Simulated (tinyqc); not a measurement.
Ballast resistance and gain from the on-state line.

Problem. At high current V = BV (1 + be)^(-1/n) + I Ro. Find Ro, the intercept and be.

Inputs (values chosen for the exercise):
- BV = 6.7 V (junction breakdown voltage)
- n = 3.3 (exponent of the multiplication)

V at I = 5.7 and 11.4 mA/um (V): [6.3075960, 8.8155960]

Solution. The slope is Ro; the intercept over BV is (1 + be)^(-1/n).

Ro = 440.0 ohm um
intercept = 3.800 V
be = 5.500

Program tinyqc, `OMP_NUM_THREADS=1 python tinyqc.py 2670001 2670002 out.jsonl`; Intel Xeon 2.30GHz, shared host, one thread, about 0.01 s.
